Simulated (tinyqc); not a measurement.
# Implanted layer, carriers, mobility and sheet resistance: what changes with what

An n-type layer from the surface x = 0 to the junction xj, N(x) = N0 exp(-(x - Rp)^2/(2 sg^2)). Local neutrality (no depletion at surface or junction, no spilling of carriers), intrinsic carriers neglected, full ionisation of active dopants.

Values chosen for this exercise; values close to those of arsenic in silicon over a p-type background:
```
symbol,value,unit,meaning
T,300,K,temperature
Nb,2.2e17,cm^-3,background doping of the opposite type
N0,1.6e19,cm^-3,peak chemical concentration
m1,50.5,cm^2/(V s),mobility limit at high doping
m2,1400,cm^2/(V s),"mobility limit at low doping, at 300 K"
Nr,9.9e16,cm^-3,reference doping of the mobility law
am,0.657,,exponent of the mobility law
bt,2.3,,temperature exponent of m2
Ns,2.05e20,cm^-3,solubility limit of active dopant
sg,6.8,nm,straggle after annealing
Rp,7,nm,projected range
```

Constants: q = 1.602176634e-19 C. Results are converted to the units shown.

Each table varies one quantity; the others keep the values above.

## Effect of the peak chemical concentration

xj = Rp + sg sqrt(2 ln(N0/Nb)). Active dopant A = min(N, Ns); n = A - Nb; mobility mu = m1 + (m2 (T/300 K)^(-bt) - m1)/(1 + ((A + Nb)/Nr)^am). Dose = integral of N, carrier sheet density = integral of n, 1/Rs = q integral of n mu, mean mobility 1/(q Rs sheet density), Hall mobility (unit Hall factor) = integral of n mu^2 over integral of n mu, Hall sheet density = (integral of n mu)^2/integral of n mu^2; all from 0 to xj. Integrals on 4000 steps.

Result of one run:
```
N0 (cm^-3)	xj (nm)	dose (cm^-2)	carriers (cm^-2)	Rs (ohm/square)	mean mobility (cm^2/(V s))	Rs xj (ohm nm)	Hall/true sheet density
2e19	27.42	2.888e13	2.827e13	2161	102.1	5.927e4	0.9453
```

What becomes of these results when the peak chemical concentration N0 is changed from 2e19 to 3.8e20 cm^-3, all else the same?

Result of the changed run:
```
N0 (cm^-3)	xj (nm)	dose (cm^-2)	carriers (cm^-2)	Rs (ohm/square)	mean mobility (cm^2/(V s))	Rs xj (ohm nm)	Hall/true sheet density
3.8e20	33.26	5.495e14	3.839e14	265.1	61.31	8818	0.9787
```

The whole series:
```
N0 (cm^-3)	xj (nm)	dose (cm^-2)	carriers (cm^-2)	Rs (ohm/square)	mean mobility (cm^2/(V s))	Rs xj (ohm nm)	Hall/true sheet density
2.2e18	21.59	3.122e12	2.646e12	1.073e4	219.8	2.316e5	0.9807
4.6e18	23.77	6.598e12	6.075e12	6118	167.9	1.454e5	0.9653
9.6e18	25.69	1.383e13	1.327e13	3639	129.3	9.347e4	0.9516
2e19	27.42	2.888e13	2.827e13	2161	102.1	5.927e4	0.9453
4.2e19	29.04	6.069e13	6.005e13	1243	83.62	3.609e4	0.9484
8.8e19	30.54	1.272e14	1.265e14	689.8	71.51	2.107e4	0.9586
1.8e20	31.91	2.602e14	2.595e14	376.3	63.91	1.200e4	0.9707
3.8e20	33.26	5.495e14	3.839e14	265.1	61.31	8818	0.9787
8e20	34.54	1.157e15	4.402e14	233.1	60.84	8049	0.9824
```

As N0 goes from 2.2e18 to 8e20, xj rises from 21.6 to 34.5 nm, Rs falls from 10700 to 233 ohm/square, the mean mobility falls from 220 to 60.8 cm^2/(V s) and the share of the dose that conducts goes from 84.8 through a maximum of 99.7 (at N0 = 1.8e20 among the rows listed) to 38.1 %. Rs goes as dose^(-0.75) at the low end and dose^(-0.17) at the high end; constant mobility and activation would give -1. Above N0 = Ns = 2.05e20 cm^-3 added dopant only widens the clipped top. For N0 = 2.2e18, 4.6e18, 9.6e18 depletion at the junction, left out, would remove a tenth of the carriers or more.

## Effect of the straggle after annealing

Same model as above.

Integrals on 4000 steps.

Result of one run:
```
sg (nm)	xj (nm)	dose (cm^-2)	carriers (cm^-2)	Rs (ohm/square)	mean mobility (cm^2/(V s))	Rs xj (ohm nm)	Hall/true sheet density
8.3	31.30	2.659e13	2.590e13	2205	109.3	6.903e4	0.9431
```

What becomes of these results when the straggle after annealing sg is changed from 8.3 to 3.8 nm, all else the same?

Result of the changed run:
```
sg (nm)	xj (nm)	dose (cm^-2)	carriers (cm^-2)	Rs (ohm/square)	mean mobility (cm^2/(V s))	Rs xj (ohm nm)	Hall/true sheet density
3.8	18.13	1.472e13	1.432e13	3883	112.3	7.038e4	0.9480
```

The whole series:
```
sg (nm)	xj (nm)	dose (cm^-2)	carriers (cm^-2)	Rs (ohm/square)	mean mobility (cm^2/(V s))	Rs xj (ohm nm)	Hall/true sheet density
3.8	18.13	1.472e13	1.432e13	3883	112.3	7.038e4	0.9480
5.6	23.40	2.005e13	1.953e13	2909	109.8	6.807e4	0.9489
8.3	31.30	2.659e13	2.590e13	2205	109.3	6.903e4	0.9431
12	42.14	3.458e13	3.365e13	1689	109.8	7.115e4	0.9380
18	59.70	4.690e13	4.558e13	1234	110.9	7.370e4	0.9339
27	86.06	6.503e13	6.314e13	882.4	112.0	7.594e4	0.9312
```

As sg goes from 3.8 to 27, xj rises from 18.1 to 86.1 nm, Rs falls from 3880 to 882 ohm/square, the mean mobility goes from 112 through a minimum of 109 (at sg = 8.3 among the rows listed) to 112 cm^2/(V s) and the share of the dose that conducts stays near 97.3 %. The peak N0 is held, so the dose changes too. Rs goes as sg^(-0.76) over the table. For sg = 3.8 depletion at the junction, left out, would remove a tenth of the carriers or more.

Numbers from tinyqc (`OMP_NUM_THREADS=1 python tinyqc.py 2110108 2110109 out.jsonl`; about 0.01 s on one thread of a shared Intel Xeon 2.30GHz).
